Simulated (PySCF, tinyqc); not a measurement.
CCSD on RHF in the sto-3g basis, for H4, spin multiplicity 1, step by step. The lowest restricted solution is unstable here: a spin-polarised one lies 0.0145 hartree lower (PySCF). One step of it, computed by the program tinyqc.

Problem. CCSD: starting amplitudes. t_ij^ab = <ij||ab> / (e_i + e_j - e_a - e_b), whose energy is MP2.

orbital energies (hartree): MO1 -0.586570, MO2 -0.300674, MO3 0.275229, MO4 0.608850

Two-electron integrals over orbitals (pq|rs), unique and non-zero (hartree):
```
(11|11) 0.480804   (21|21) 0.153240   (22|11) 0.474579   (22|22) 0.483594
(31|31) 0.120099   (32|32) 0.086467   (33|11) 0.468042   (33|22) 0.465627
(33|33) 0.475568   (41|32) 0.084756   (41|41) 0.083124   (42|31) 0.123070
(42|42) 0.134371   (43|21) 0.153272   (43|43) 0.168410   (44|11) 0.474917
(44|22) 0.483401   (44|33) 0.483434   (44|44) 0.501727
```

Give: Starting amplitudes; correlation energy.

Solution.

Starting amplitudes (spin orbitals 1a, 1b, ...; amplitudes related by a flip of all spins are not repeated):
```
from      to        t
2a 2b  3a 3b  -0.0751
2a 2b  4a 4b  -0.0739
1a 1b  3a 3b  -0.0697
1a 2b  3a 4b  -0.0695
1a 2b  3b 4a   0.0478
1a 1b  4a 4b  -0.0348
1a 2a  3a 4a  -0.0216
```

correlation energy = -0.054546 hartree
